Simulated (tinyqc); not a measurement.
Inside a calculation. Model: collinear exchange A + BC -> AB + C on a London-Eyring-Polanyi-Sato surface: saddle, string of images and rate. Computed by tinyqc, a small Python program that keeps every step. Command: `OMP_NUM_THREADS=1 python tinyqc.py 3113127 3113128 out.jsonl leps walk`. One thread of a shared host (Intel(R) Xeon(R) Processor @ 2.30GHz), about 0.05 s of CPU time with the checks. Intermediate numbers are printed to about 7 digits and carried at full precision; extremes and crossings named in words are read from the listed rows.

x = r(AB), y = r(BC), r(AC) = x + y. V is counted from separated atoms, the barrier from A + BC, that is V + D(BC).

Inputs (values chosen for the exercise, bond data loosely for abstraction of hydrogen from a Ge-H bond by a hydrogen atom; the barrier is not fitted):
```
quantity            value           unit
D(AB)                4.71             eV
r0(AB)              0.742       angstrom
beta(AB)             1.94     1/angstrom
D(BC)                3.63             eV
r0(BC)               1.53       angstrom
beta(BC)             1.45     1/angstrom
D(AC)                3.67             eV
r0(AC)               1.53       angstrom
beta(AC)             1.45     1/angstrom
Sato parameter S     0.16              -
mass of A           1.008              u
mass of B           1.008              u
mass of C            72.6              u
temperature T         500              K
step of the string  0.015  angstrom^2/eV
```

Constants: nu for 1 eV/(angstrom^2 u) = 15.6333042 THz; h x 1 THz = 4.135667696 meV; k_B = 1.380649e-23 J/K; u = 1.6605390666e-27 kg; k_B = 8.617333262e-05 eV/K.

## One point of the surface

For each pair, with u = exp(-beta (r - r0)): Q = D [(3 + S) u^2 - (2 + 6 S) u]/(4 (1 + S)), J = D [(1 + 3 S) u^2 - (6 + 2 S) u]/(4 (1 + S)); V = Q1 + Q2 + Q3 - sqrt(((J1 - J2)^2 + (J2 - J3)^2 + (J3 - J1)^2)/2). Take x = r0(AB) + 0.3 and y = r0(BC) + 0.1 angstrom.

Pair terms:
```
pair          u      Q (eV)     J (eV)
AB    0.5587797  -0.6773935  -3.115686
BC    0.8650223  -0.1532995  -3.410566
AC    0.1909202  -0.3558793  -0.911701
```

V = -3.551823 eV

## Relaxing the string

String of 9 images between the fixed ends (r0(AB) + 2, r0(BC)) and (r0(AB), r0(BC) + 2), started on the two straight legs through (r0(AB) + 0.3, r0(BC) + 0.3): each iteration moves the inner images by -step x gradient (central differences) and spaces them evenly again along the broken line (coordinates are kept between 0.2 and 8 angstrom); stop when no coordinate changes by more than 1e-5 angstrom, at most 400 iterations.

Course:
```
iteration  highest inner image above A + BC (eV)  largest move (angstrom)
1                                      0.2731203             4.860463e-02
2                                      0.2449374             4.242979e-02
3                                      0.2220636             3.384631e-02
4                                      0.2038262             2.490031e-02
5                                      0.1893899             1.714350e-02
6                                      0.1780527             1.237977e-02
7                                      0.1692582             1.094871e-02
...                                          ...                      ...
44                                     0.1442964             2.504972e-05
45                                     0.1442970             2.123114e-05
46                                     0.1442975             1.799126e-05
47                                     0.1442980             1.524318e-05
48                                     0.1442984             1.291286e-05
49                                     0.1442987             1.093726e-05
50                                     0.1442990             9.262733e-06
```

Images at the end:
```
image  x (angstrom)  y (angstrom)  V + D(BC) (eV)
0          2.742000      1.530000        0.008731
1          2.289401      1.531687        0.022404
2          1.836851      1.538094        0.060618
3          1.386457      1.580973        0.144299
4          0.979780      1.779622       -0.133464
5          0.768770      2.173684       -0.796431
6          0.746435      2.624811       -0.982517
7          0.743216      3.077400       -1.042955
8          0.742000      3.530000       -1.064448
```

last move = 9.262733e-06 angstrom

Converged in 50 iterations.

## Saddle by Newton steps

From the highest inner image, z -> z - H^-1 g with gradient g and Hessian H by central differences, steps capped at 0.15 angstrom, 12 steps.

The first seven points:
```
step         x         y  V + D(BC) (eV)  |g| (eV/angstrom)
0     1.386457  1.580973       0.1442990       1.777345e-01
1     1.238840  1.607604       0.1539631       1.591790e-01
2     1.275419  1.605587       0.1554028       1.200620e-02
3     1.278864  1.605288       0.1554142       1.078058e-04
4     1.278897  1.605285       0.1554142       1.027613e-08
5     1.278897  1.605285       0.1554142                  0
6     1.278897  1.605285       0.1554142                  0
```

saddle (x, y) (angstrom): 1.278897  1.605285

barrier = 0.1554142 eV

Hessian (eV/angstrom^2):
```
           x         y
x  -1.267745  3.860166
y   3.860166  9.667264
```

The highest image lies 11.1 meV below the saddle. Stretches at the saddle: AB 0.537, BC 0.075 angstrom, for a reaction energy D(BC) - D(AB) = -1.08 eV: an early barrier for an exothermic step.

## Frequencies at the saddle

Wilson matrix G = [[1/m_A + 1/m_B, -1/m_B], [-1/m_B, 1/m_B + 1/m_C]]; eigenvalues lambda of G H give nu = 15.6333042 THz x sqrt(|lambda|), the negative one being imaginary. Reactant: nu_BC from k = 2 D beta^2 and 1/m_B + 1/m_C. Skew angle: cos = sqrt(m_A m_C/((m_A + m_B)(m_B + m_C))).

imaginary frequency = 36.56766 THz

real frequency at the saddle = 35.02906 THz

nu_BC = 61.25634 THz

skew angle = 45.39232 degrees

## Transition-state rate

One-dimensional rate constant without tunnelling, k = sqrt(k_B T/(2 pi mu)) [sinh(h nu_BC/(2 k_B T))/sinh(h nu_s/(2 k_B T))] exp(-barrier/(k_B T)) with mu = m_A (m_B + m_C)/(m_A + m_B + m_C); Wigner factor 1 + (h nu_i/(k_B T))^2/24; adiabatic barrier = barrier + h (nu_s - nu_BC)/2.

adiabatic barrier = 0.1011805 eV

rate constant k = 8049.760 cm/s

Wigner factor = 1.513320

## Rate against temperature

The formulas are those given above.

Rates; the last column is k_B T^2 d ln k/dT:
```
T (K)  k (cm/s)  Wigner factor  activation energy (eV)
300      1266.0       2.425890               0.1146284
400      3931.2       1.802063               0.1204515
550     10566.8       1.424232               0.1308160
750     22897.1       1.228142               0.1455971
1000    41494.8       1.128330               0.1632629
1400    74068.7       1.065475               0.1885138
2000   122848.0       1.032083               0.2216486
```

The activation energy goes from 0.115 eV at 300 K, near the adiabatic barrier plus k_B T/2 (0.114), to 0.222 eV at 2000 K; the classical limit is the barrier plus k_B T/2 (0.242).

Checks made by the program: V for A far away against -D(BC) (relative difference below 1e-10).
